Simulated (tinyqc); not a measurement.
Heavy and light holes: cyclotron masses of warped hole bands.

Inputs chosen for the exercise (near those of Ge; not measured data): g1 = 13.22 (Luttinger gamma1); g2 = 4.29 (gamma2); g3 = 5.66 (gamma3); ths = (0, 10, 25, 35, 55, 70, 90) degrees (angles).

E = c k^2 f(n) with f = g1 -/+ 2 sqrt(g2^2 + 3 (g3^2 - g2^2)(nx^2 ny^2 + ny^2 nz^2 + nz^2 nx^2)). For the orbit through k = 0 perpendicular to b = (sin(theta)/sqrt2, sin(theta)/sqrt2, cos(theta)), mc is the mean of 1/f over the directions n in that plane (180 evenly spaced angles). Quantum effects of the lowest levels are left out.

Cyclotron masses (m0):
```
theta (degrees)   heavy   light
0                0.2949  0.0437
10               0.3027  0.0435
25               0.3402  0.0428
35               0.3715  0.0423
55               0.3970  0.0418
70               0.3930  0.0420
90               0.3900  0.0424
```

What does the comparison show?

The heavy mass varies by 35 % over the table, with its largest listed value at 55 degrees ([111] lies at 54.7) and its smallest at 0; the light mass varies by 4.6 %. The warping term enters both with the same size, but it is set against a small inverse mass in one and a large one in the other (along [111], g1 - 2 g3 = 1.90 and g1 + 2 g3 = 24.54).

Run: tinyqc, `OMP_NUM_THREADS=1 python tinyqc.py 1252432 1252433 out.jsonl`; Intel(R) Xeon(R) Processor @ 2.30GHz, one thread, shared host; about 0.01 s of CPU time with all checks.
